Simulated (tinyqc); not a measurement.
Tight binding, kagome lattice, step by step. One step of it, computed by the program tinyqc.

Question. Levels at k. Diagonalise the Hermitian matrix.

H(k) at k (eV), order A, B, C:
```
[[0.000000, 0.933785-0.277324i, -1.953503-0.368061i],
 [0.933785+0.277324i, 0.000000, 0.819144+0.630153i],
 [-1.953503+0.368061i, 0.819144-0.630153i, 0.000000]]
```

Give: eigenvalues; weights |c|^2 of the basis functions.

Answer.

eigenvalues (eV): [-2.723, 0.723, 2.000]

weights |c|^2 of the basis functions, order A, B, C:
```
[[0.390, 0.124, 0.486],
 [0.213, 0.779, 0.008],
 [0.397, 0.097, 0.506]]
```
